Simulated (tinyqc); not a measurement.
RKS/LDA (VWN5) in the 6-31g basis, for H2, spin multiplicity 1, step by step. Computed by tinyqc, a small Python program that keeps every step (integrals from PySCF). Settings: charge = 0, multiplicity = 1, basis = 6-31g, energy threshold = 1e-10, iteration cap = 90, orthogonalisation = canonical, start = Wolfsberg-Helmholz matrix, DIIS depth = 4, damping = 0.5, method = RKS, functional = lda,vwn, grid = [40, 86]. Command: `OMP_NUM_THREADS=1 python tinyqc.py 29426 29427 out.jsonl` (the two numbers bound the seeds that draw the settings). One thread of a shared host (Intel(R) Xeon(R) Processor @ 2.60GHz), about 0.2 s of CPU time with the checks. Later iterations appear only in the table of the cycle.

## One-electron integrals

Geometry (angstrom):
```
atom       x       y       z
H     0.0000  0.0000  0.0000
H     0.0000  0.0000  0.7110
```

Basis 6-31g: exponents (1/bohr^2) and contraction coefficients of normalised primitives:
```
element  l (shell)  exponent  coefficient
H            s (1)   18.7311       0.0335
H            s (1)    2.8254       0.2347
H            s (1)    0.6401       0.8138
H            s (2)    0.1613       1.0000
```

Overlap, kinetic and nuclear-attraction integrals over the contracted functions; the nuclear repulsion is the sum of Za Zb / Rab.

nuclear repulsion = 0.744272 hartree

overlap S, order 1H 1s, 1H 2s, 2H 1s, 2H 2s:
```
[[1.0000, 0.6583, 0.4816, 0.5192],
 [0.6583, 1.0000, 0.5192, 0.8645],
 [0.4816, 0.5192, 1.0000, 0.6583],
 [0.5192, 0.8645, 0.6583, 1.0000]]
```

kinetic energy T (hartree), order 1H 1s, 1H 2s, 2H 1s, 2H 2s:
```
[[1.3957, 0.2597, 0.2662, 0.1722],
 [0.2597, 0.2419, 0.1722, 0.1888],
 [0.2662, 0.1722, 1.3957, 0.2597],
 [0.1722, 0.1888, 0.2597, 0.2419]]
```

nuclear attraction V (hartree), order 1H 1s, 1H 2s, 2H 1s, 2H 2s:
```
[[-2.3819, -1.1935, -1.1207, -0.9739],
 [-1.1935, -1.1763, -0.9739, -1.0566],
 [-1.1207, -0.9739, -2.3819, -1.1935],
 [-0.9739, -1.0566, -1.1935, -1.1763]]
```

core Hamiltonian H = T + V (hartree), order 1H 1s, 1H 2s, 2H 1s, 2H 2s:
```
[[-0.9862, -0.9338, -0.8545, -0.8017],
 [-0.9338, -0.9344, -0.8017, -0.8677],
 [-0.8545, -0.8017, -0.9862, -0.9338],
 [-0.8017, -0.8677, -0.9338, -0.9344]]
```

## Two-electron integrals

Functions are numbered as in S; the eight-fold symmetry (ij|kl) = (ji|kl) = (kl|ij) leaves the list below.

Two-electron integrals (ij|kl) in chemists' order, unique and non-zero (hartree):
```
(11|11) 1.0766   (21|11) 0.5785   (21|21) 0.3294   (22|11) 0.5874
(22|21) 0.3613   (22|22) 0.4532   (31|11) 0.4364   (31|21) 0.2475
(31|22) 0.2686   (31|31) 0.2252   (32|11) 0.3594   (32|21) 0.2170
(32|22) 0.2596   (32|31) 0.2038   (32|32) 0.2040   (33|11) 0.6809
(33|21) 0.4169   (33|22) 0.5040   (33|31) 0.4364   (33|32) 0.4501
(33|33) 1.0766   (41|11) 0.4501   (41|21) 0.2571   (41|22) 0.2834
(41|31) 0.2038   (41|32) 0.1819   (41|33) 0.3594   (41|41) 0.2040
(42|11) 0.4878   (42|21) 0.3015   (42|22) 0.3825   (42|31) 0.2414
(42|32) 0.2426   (42|33) 0.4878   (42|41) 0.2426   (42|42) 0.3387
(43|11) 0.4169   (43|21) 0.2559   (43|22) 0.3157   (43|31) 0.2475
(43|32) 0.2571   (43|33) 0.5785   (43|41) 0.2170   (43|42) 0.3015
(43|43) 0.3294   (44|11) 0.5040   (44|21) 0.3157   (44|22) 0.4128
(44|31) 0.2686   (44|32) 0.2834   (44|33) 0.5874   (44|41) 0.2596
(44|42) 0.3825   (44|43) 0.3613   (44|44) 0.4532
```

## Orthogonalisation

S = U s U^T; canonical form X = U s^(-1/2), so that X^T S X = 1. Each column of U has its largest component positive (the first on a tie).

eigenvalues of S: [0.0903, 0.4801, 0.5636, 2.8660]

X, order 1H 1s, 1H 2s, 2H 1s, 2H 2s:
```
[[-0.7271, 0.7774, 0.8958, 0.2706],
 [2.2381, -0.6612, 0.2910, 0.3182],
 [0.7271, 0.7774, -0.8958, 0.2706],
 [-2.2381, -0.6612, -0.2910, 0.3182]]
```

## Starting guess

The start is the generalised Wolfsberg-Helmholz matrix (K = 1.75) built on H; D = 2 C_occ C_occ^T.

D at the start, order 1H 1s, 1H 2s, 2H 1s, 2H 2s:
```
[[0.1800, 0.1757, 0.1800, 0.1757],
 [0.1757, 0.1714, 0.1757, 0.1714],
 [0.1800, 0.1757, 0.1800, 0.1757],
 [0.1757, 0.1714, 0.1757, 0.1714]]
```

## Iteration 1: exchange-correlation on the grid

Becke grid with 40 radial and 86 angular points per atom, points of zero weight dropped. rho = sum D_ij phi_i phi_j; V_xc,ij = sum w v_xc phi_i phi_j; v_xc is d(rho eps)/d rho.

The 16 grid points with the largest w rho, of 6848 (bohr, atomic units):
```
x              y       z       w     rho   eps_xc     v_xc
1.0746    0.0000  0.4337  0.0255  0.0591  -0.3373  -0.4403
0.0000    1.0746  0.4337  0.0255  0.0591  -0.3373  -0.4403
0.0000   -1.0746  0.4337  0.0255  0.0591  -0.3373  -0.4403
-1.0746   0.0000  0.4337  0.0255  0.0591  -0.3373  -0.4403
0.0000    1.0746  0.9099  0.0255  0.0591  -0.3373  -0.4403
0.0000   -1.0746  0.9099  0.0255  0.0591  -0.3373  -0.4403
1.0746    0.0000  0.9099  0.0255  0.0591  -0.3373  -0.4403
-1.0746   0.0000  0.9099  0.0255  0.0591  -0.3373  -0.4403
0.9237    0.9237  0.2515  0.0420  0.0357  -0.2891  -0.3770
-0.9237  -0.9237  0.2515  0.0420  0.0357  -0.2891  -0.3770
0.9237   -0.9237  0.2515  0.0420  0.0357  -0.2891  -0.3770
-0.9237   0.9237  0.2515  0.0420  0.0357  -0.2891  -0.3770
-0.9237  -0.9237  1.0921  0.0420  0.0357  -0.2891  -0.3770
-0.9237   0.9237  1.0921  0.0420  0.0357  -0.2891  -0.3770
0.9237   -0.9237  1.0921  0.0420  0.0357  -0.2891  -0.3770
0.9237    0.9237  1.0921  0.0420  0.0357  -0.2891  -0.3770
```

electrons on the grid, sum of w rho = 2.0000

E_xc = sum of w rho eps_xc = -0.638751 hartree

V_xc (hartree), order 1H 1s, 1H 2s, 2H 1s, 2H 2s:
```
[[-0.5166, -0.2868, -0.2552, -0.2337],
 [-0.2868, -0.2924, -0.2337, -0.2638],
 [-0.2552, -0.2337, -0.5166, -0.2868],
 [-0.2337, -0.2638, -0.2868, -0.2924]]
```

## Iteration 1: building the Kohn-Sham matrix

J_ij = sum D_kl (ij|kl); F = H + J + V_xc; E = tr D H + tr D J / 2 + E_xc + E_nn.

Coulomb J (hartree), order 1H 1s, 1H 2s, 2H 1s, 2H 2s:
```
[[1.4619, 0.8599, 0.7302, 0.6975],
 [0.8599, 1.0013, 0.6975, 0.8921],
 [0.7302, 0.6975, 1.4619, 0.8599],
 [0.6975, 0.8921, 0.8599, 1.0013]]
```

Kohn-Sham matrix F (hartree), order 1H 1s, 1H 2s, 2H 1s, 2H 2s:
```
[[-0.0409, -0.3606, -0.3795, -0.3379],
 [-0.3606, -0.2254, -0.3379, -0.2394],
 [-0.3795, -0.3379, -0.0409, -0.3606],
 [-0.3379, -0.2394, -0.3606, -0.2254]]
```

total energy of this density = -1.128092 hartree

This density is the starting one.

## Iteration 1: diagonalisation and new density

Diagonalise F' = X^T F X, C = X C', fill 1 alpha and 1 beta electrons from the bottom; D = 2 C_occ C_occ^T; the new density keeps 0.5 of the old one (damping). Each column has its largest component positive (the first on a tie).

F' = X^T F X (hartree):
```
[[0.6459, 0.0000, -0.5044, 0.0000],
 [0.0000, 0.5216, 0.0000, -0.0769],
 [-0.5044, 0.0000, 0.5221, 0.0000],
 [0.0000, -0.0769, 0.0000, -0.3963]]
```

orbital energies (hartree): [-0.4027, 0.0758, 0.5280, 1.0921]

coefficients C, order 1H 1s, 1H 2s, 2H 1s, 2H 2s:
```
[[0.3341, 0.1891, 0.7523, -1.1382],
 [0.2623, 1.7010, -0.6853, 1.4833],
 [0.3341, -0.1891, 0.7523, 1.1382],
 [0.2623, -1.7010, -0.6853, -1.4833]]
```

D after iteration 1, order 1H 1s, 1H 2s, 2H 1s, 2H 2s:
```
[[0.2016, 0.1755, 0.2016, 0.1755],
 [0.1755, 0.1545, 0.1755, 0.1545],
 [0.2016, 0.1755, 0.2016, 0.1755],
 [0.1755, 0.1545, 0.1755, 0.1545]]
```

## Iteration 2: exchange-correlation on the grid

As before.

The 16 grid points with the largest w rho, of 6848 (bohr, atomic units):
```
x              y       z       w     rho   eps_xc     v_xc
1.0746    0.0000  0.4337  0.0255  0.0597  -0.3383  -0.4418
-1.0746   0.0000  0.4337  0.0255  0.0597  -0.3383  -0.4418
0.0000   -1.0746  0.4337  0.0255  0.0597  -0.3383  -0.4418
0.0000    1.0746  0.4337  0.0255  0.0597  -0.3383  -0.4418
1.0746    0.0000  0.9099  0.0255  0.0597  -0.3383  -0.4418
-1.0746   0.0000  0.9099  0.0255  0.0597  -0.3383  -0.4418
0.0000   -1.0746  0.9099  0.0255  0.0597  -0.3383  -0.4418
0.0000    1.0746  0.9099  0.0255  0.0597  -0.3383  -0.4418
-0.8046  -0.8046  0.2191  0.0301  0.0498  -0.3201  -0.4177
0.8046   -0.8046  0.2191  0.0301  0.0498  -0.3201  -0.4177
-0.8046   0.8046  0.2191  0.0301  0.0498  -0.3201  -0.4177
0.8046    0.8046  0.2191  0.0301  0.0498  -0.3201  -0.4177
-0.8046   0.8046  1.1245  0.0301  0.0498  -0.3201  -0.4177
-0.8046  -0.8046  1.1245  0.0301  0.0498  -0.3201  -0.4177
0.8046    0.8046  1.1245  0.0301  0.0498  -0.3201  -0.4177
0.8046   -0.8046  1.1245  0.0301  0.0498  -0.3201  -0.4177
```

electrons on the grid, sum of w rho = 2.0000

E_xc = sum of w rho eps_xc = -0.653068 hartree

V_xc (hartree), order 1H 1s, 1H 2s, 2H 1s, 2H 2s:
```
[[-0.5219, -0.2884, -0.2578, -0.2352],
 [-0.2884, -0.2912, -0.2352, -0.2629],
 [-0.2578, -0.2352, -0.5219, -0.2884],
 [-0.2352, -0.2629, -0.2884, -0.2912]]
```

## Iteration 2: building the Kohn-Sham matrix

As before.

Coulomb J (hartree), order 1H 1s, 1H 2s, 2H 1s, 2H 2s:
```
[[1.4830, 0.8700, 0.7411, 0.7061],
 [0.8700, 1.0085, 0.7061, 0.8988],
 [0.7411, 0.7061, 1.4830, 0.8700],
 [0.7061, 0.8988, 0.8700, 1.0085]]
```

Kohn-Sham matrix F (hartree), order 1H 1s, 1H 2s, 2H 1s, 2H 2s:
```
[[-0.0251, -0.3521, -0.3712, -0.3308],
 [-0.3521, -0.2171, -0.3308, -0.2319],
 [-0.3712, -0.3308, -0.0251, -0.3521],
 [-0.3308, -0.2319, -0.3521, -0.2171]]
```

total energy of this density = -1.129716 hartree

This density is a damped mixture and is not idempotent.

## Iteration 2: DIIS over 2 matrices

error matrix X^T (FDS - SDF) X:
```
[[0.0000, 0.0000, 0.0000, 0.0000],
 [0.0000, 0.0000, 0.0000, -0.0306],
 [0.0000, 0.0000, 0.0000, 0.0000],
 [0.0000, 0.0306, 0.0000, 0.0000]]
```

B (overlaps of the stored error matrices):
```
[[1.3901197e-02, 5.1094946e-03],
 [5.1094946e-03, 1.8780351e-03]]
```

Minimise |sum c_i e_i|^2 with sum c_i = 1: solve [B -1; -1 0][c; lambda] = [0; -1] with B_ij = tr e_i^T e_j, and take F = sum c_i F_i.

DIIS coefficients: [-0.5812, 1.5812]

extrapolated F (hartree), order 1H 1s, 1H 2s, 2H 1s, 2H 2s:
```
[[-0.0159, -0.3472, -0.3663, -0.3267],
 [-0.3472, -0.2123, -0.3267, -0.2275],
 [-0.3663, -0.3267, -0.0159, -0.3472],
 [-0.3267, -0.2275, -0.3472, -0.2123]]
```

## Iteration 2: diagonalisation and new density

As before.

F' = X^T F X (hartree):
```
[[0.6558, 0.0000, -0.5102, 0.0000],
 [0.0000, 0.5390, 0.0000, -0.0680],
 [-0.5102, 0.0000, 0.5436, 0.0000],
 [0.0000, -0.0680, 0.0000, -0.3771]]
```

orbital energies (hartree): [-0.3821, 0.0864, 0.5440, 1.1131]

coefficients C, order 1H 1s, 1H 2s, 2H 1s, 2H 2s:
```
[[0.3271, 0.1819, 0.7553, -1.1393],
 [0.2687, 1.7103, -0.6828, 1.4726],
 [0.3271, -0.1819, 0.7553, 1.1393],
 [0.2687, -1.7103, -0.6828, -1.4726]]
```

D after iteration 2, order 1H 1s, 1H 2s, 2H 1s, 2H 2s:
```
[[0.2078, 0.1756, 0.2078, 0.1756],
 [0.1756, 0.1494, 0.1756, 0.1494],
 [0.2078, 0.1756, 0.2078, 0.1756],
 [0.1756, 0.1494, 0.1756, 0.1494]]
```

## Iteration 26 (converged): orbitals

converged F (hartree), order 1H 1s, 1H 2s, 2H 1s, 2H 2s:
```
[[-0.0157, -0.3471, -0.3662, -0.3266],
 [-0.3471, -0.2122, -0.3266, -0.2274],
 [-0.3662, -0.3266, -0.0157, -0.3471],
 [-0.3266, -0.2274, -0.3471, -0.2122]]
```

Diagonalise F' = X^T F X, C = X C', fill 1 alpha and 1 beta electrons from the bottom; D = 2 C_occ C_occ^T. Each column has its largest component positive (the first on a tie).

F' = X^T F X (hartree):
```
[[0.6560, 0.0000, -0.5103, 0.0000],
 [0.0000, 0.5392, 0.0000, -0.0679],
 [-0.5103, 0.0000, 0.5438, 0.0000],
 [0.0000, -0.0679, 0.0000, -0.3770]]
```

orbital energies (hartree): [-0.3820, 0.0865, 0.5442, 1.1133]

coefficients C, order 1H 1s, 1H 2s, 2H 1s, 2H 2s:
```
[[0.3270, 0.1819, 0.7554, -1.1393],
 [0.2687, 1.7104, -0.6828, 1.4726],
 [0.3270, -0.1819, 0.7554, 1.1393],
 [0.2687, -1.7104, -0.6828, -1.4726]]
```

D after iteration 26, order 1H 1s, 1H 2s, 2H 1s, 2H 2s:
```
[[0.2139, 0.1757, 0.2139, 0.1757],
 [0.1757, 0.1444, 0.1757, 0.1444],
 [0.2139, 0.1757, 0.2139, 0.1757],
 [0.1757, 0.1444, 0.1757, 0.1444]]
```

## Convergence

Stop when the energy changes by less than 1e-10 hartree and every element of the error matrix X^T (F D S - S D F) X is below 3e-06.

Course of the cycle:
```
iteration  E (hartree)     change  largest element of the error matrix
1            -1.128092          -                             8.34e-02
2            -1.129716  -1.62e-03                             3.06e-02
3            -1.130403  -6.87e-04                             1.53e-02
4            -1.130731  -3.28e-04                             7.60e-03
5            -1.130891  -1.60e-04                             3.78e-03
6            -1.130970  -7.89e-05                             1.89e-03
7            -1.131009  -3.92e-05                             9.44e-04
8            -1.131028  -1.95e-05                             4.72e-04
9            -1.131038  -9.76e-06                             2.36e-04
10           -1.131043  -4.87e-06                             1.18e-04
11           -1.131045  -2.44e-06                             5.90e-05
12           -1.131047  -1.22e-06                             2.95e-05
13           -1.131047  -6.09e-07                             1.47e-05
14           -1.131047  -3.04e-07                             7.37e-06
15           -1.131048  -1.52e-07                             3.69e-06
16           -1.131048  -7.61e-08                             1.84e-06
17           -1.131048  -3.80e-08                             9.22e-07
18           -1.131048  -1.90e-08                             4.61e-07
19           -1.131048  -9.51e-09                             2.30e-07
20           -1.131048  -4.76e-09                             1.15e-07
21           -1.131048  -2.38e-09                             5.76e-08
22           -1.131048  -1.19e-09                             2.88e-08
23           -1.131048  -5.94e-10                             1.44e-08
24           -1.131048  -2.97e-10                             7.20e-09
25           -1.131048  -1.49e-10                             3.60e-09
26           -1.131048  -7.43e-11                             1.80e-09
```

PySCF RKS in the same basis, fine grid = -1.131057 hartree

Converged in 26 iterations. The coarse grid moves the energy by +9.43e-06 hartree.

## Populations, bond orders and dipole

Mulliken: Z minus the diagonal of D S on the atom; Loewdin: the same with S^(1/2) D S^(1/2); Mayer order: 2 sum_s sum (D(s) S)_ij (D(s) S)_ji over the two atoms.

Charges (e):
```
atom  Mulliken  Loewdin
1H           0        0
2H           0        0
```

Mayer bond orders:
```
pair   order
2-1   1.0000
```

dipole moment about the origin, x y z (debye): [0.0000, 0.0000, 0.0000]
